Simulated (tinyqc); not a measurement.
## Input admittance of a MOSFET at zero drain bias: distributed channel and distributed gate: effect of the gate overdrive

Source and drain grounded, strong inversion, w = 2 pi f, Cox = eps0 eox/tox. The channel is an RC line of resistance 1/(mu Cox Vo) per square fed from both ends, so one finger has the intrinsic admittance y = i w Cox L tanh(g)/g per width, g = (1/2) sqrt(i w tau), tau = L^2/(mu Vo). The vertical resistance rv/L is in series with y, the overlaps 2 i w Cov in parallel: y_t = 1/(1/y + rv/L) + 2 i w Cov. The gate strip is a line of Rsh/L per length loaded by y_t, so a finger has Y = y_t Wf tanh(k)/k, k = (Wf/sd) sqrt(y_t Rsh/L); the device has Nf Y.

Low-frequency limits, with c = Cox L and ct = c + 2 Cov: R_strip = Rsh Wf/(3 sd^2 L Nf), R_ch = (c/ct)^2 L/(12 mu Cox Vo Wf Nf), R_vert = (c/ct)^2 rv/(L Wf Nf), C = ct Wf Nf. Z = 1/(Nf Y) = R + 1/(i w C), Q = |Im Z|/R, far-point signal |1/cosh k|.

Inputs (values chosen for the exercise); values of the order met in silicon radio-frequency transistors:
- eox = 3.9 (relative permittivity of the gate insulator (close to silicon dioxide))
- tox = 4.2 nm (insulator thickness)
- L = 1.2 um (channel length)
- Wf = 6.1 um (finger width)
- Nf = 1 (number of fingers)
- mu = 380 cm^2/(V s) (channel mobility)
- Rsh = 6.4 ohm/square (sheet resistance of the gate)
- rv = 0 ohm um^2 (vertical resistivity of the gate stack)
- sd = 1 (number of ends at which a finger is contacted)
- Cov = 0.21 fF/um (overlap and fringe capacitance on each side)
- f = 7.3 GHz (frequency)

Constants: eps0 = 8.8541878128e-14 F/cm where lengths are in cm. Results are converted to the units shown.

Effect of the gate overdrive:
```
Vo (V),w tau,|k|,R (ohm),low-frequency R (ohm),C (fF),Q,signal at the far point
0.2,8.6906,0.26835,243.18,252.21,56.265,1.5934,0.98146
0.35,4.9661,0.29039,147.00,148.77,60.387,2.4560,0.98480
0.5,3.4763,0.29777,106.77,107.39,61.551,3.3175,0.98793
0.65,2.6740,0.30098,84.822,85.112,62.026,4.1439,0.99010
0.8,2.1727,0.30263,71.027,71.187,62.264,4.9299,0.99163
0.95,1.8296,0.30358,61.560,61.659,62.399,5.6757,0.99273
1.1,1.5801,0.30419,54.664,54.730,62.483,6.3831,0.99357
1.25,1.3905,0.30459,49.417,49.464,62.539,7.0546,0.99422
```

Read the table: what changes, and by how much?

As Vo goes from 0.2 to 1.25, R falls from 243 to 49.4 ohm, C rises from 56.3 to 62.5 fF and Q rises from 1.59 to 7.05. Only the channel term depends on Vo.

Program tinyqc, `OMP_NUM_THREADS=1 python tinyqc.py 2262018 2262019 out.jsonl`; Intel Xeon 2.30GHz, shared host, one thread, about 0.01 s.
